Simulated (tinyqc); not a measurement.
Epitaxial growth on a vicinal surface: Burton-Cabrera-Frank step flow, step-edge barrier and island nucleation. Changing the deposition rate F. Computed by tinyqc, a small Python program. Command: `OMP_NUM_THREADS=1 python tinyqc.py 3017445 3017446 out.jsonl stepflow sweep`. One thread of a shared host (Intel(R) Xeon(R) Processor @ 2.30GHz), about 0.02 s of CPU time with the checks.

Adatoms land at rate F, hop on a square grid (a simplification for hexagonal faces), desorb, or join steps. Lengths are in units of a and n is the adatom coverage. Steps ascend at x = 0 and descend at x = l.

Inputs (values chosen for the exercise, close to those used for GaAs(001)):
```
quantity                     value      unit
site spacing a                   4  angstrom
step height h                 2.83  angstrom
diffusion barrier E_d         1.28        eV
desorption energy E_a         2.68        eV
adatom formation energy E_f  0.902        eV
step-edge barrier E_s         0.28        eV
attempt frequency nu            10       THz
miscut angle                   0.5   degrees
temperature T                  650         C
critical nucleus size i          1         -
```

Constants: k_B = 8.617333262e-05 eV/K.

Method:
- D = nu exp(-E_d/(k_B T)) (a^2/s, nu counted per direction); tau = exp(E_a/(k_B T))/nu; x_s = sqrt(D tau); n_eq = exp(-E_f/(k_B T)); terrace width l = h/(a tan(miscut)); Schwoebel length l_s = exp(E_s/(k_B T)) - 1.
- Temperatures in kelvin are T(C) + 273.15.
- D n'' - n/tau + F = 0 with n(0) = n_eq and -l_s n'(l) = n(l) - n_eq. With u = n - F tau, A = n_eq - F tau, y = l/x_s, s = l_s/x_s: u = A cosh(x/x_s) + B sinh(x/x_s), B = A (1 - cosh y - s sinh y)/(sinh y + s cosh y). Flux into the ascending step J+ = D B/x_s, over the descending one J- = -(D/x_s)(A sinh y + B cosh y); step velocity J+ + J-; growth rate (J+ + J-)/l. For small y: J+ + J- = (F - n_eq/tau) l, J-/J+ = l/(l + 2 l_s).
- The coverage peaks where n' = 0, tanh(x/x_s) = -B/A.
- Island density on a flat surface without desorption: N = 0.25 (F/D)^(i/(i+2)) exp(E_i/((i+2) k_B T)) per site, with E_i = 0 for i = 1; spacing l_n = N^(-1/2). Step flow needs an effective width l_eff = 2 x(peak) below l_n.

One run for each value; columns: (1) deposition rate F (layers/s); (2) island density N on a flat surface (per site); (3) ratio l_eff/l_n; (4) growth rate (layers/s); (5) peak coverage:
```
(1)          (2)     (3)         (4)         (5)
0.003  0.0003572  1.9735  2.9997e-03  1.5880e-05
0.009  0.0005152  2.3700  8.9995e-03  2.3832e-05
0.03   0.0007697  2.8966  2.9999e-02  5.1664e-05
0.09   0.0011100  3.4787  8.9998e-02  1.3119e-04
0.3    0.0016582  4.2517  2.9999e-01  4.0951e-04
0.9    0.0023915  5.1060  8.9998e-01  1.2047e-03
3      0.0035724  6.2406  2.9999e+00  3.9880e-03
9      0.0051523  7.4946  8.9998e+00  1.1940e-02
30     0.0076965  9.1600  2.9999e+01  3.9773e-02
```

What does the table show, and why?

Over the rows, island density N on a flat surface (per site) rises from 3.57e-4 to 0.00770 (exponent d ln y / d ln x about 0.33 throughout); ratio l_eff/l_n rises from 1.97 to 9.16 (exponent d ln y / d ln x about 0.17 throughout); growth rate (layers/s) rises from 0.00300 to 30.0 (exponent d ln y / d ln x about 1.0 throughout). The exponent of island density N on a flat surface stays at 0.33: i/(i+2) with i = 1. The exponent of growth rate stays at 1: the growth follows the flux. At the high end the exponent of peak coverage is 1.00, close to 1: the excess over n_eq dominates.

Caution (all rows): twice the distance from the ascending step to the coverage peak exceeds the expected island spacing [0.25 (F/D)^(i/(i+2)) exp(E_i/((i+2) k_B T))]^(-1/2) by 40 % or more, so islands nucleate and the step-flow values are formal. Caution (all rows): the prefactor 0.25 and the criterion are estimates, good to a factor of about two in length.

Extremes, crossings and ranges named in words are read from the listed rows.
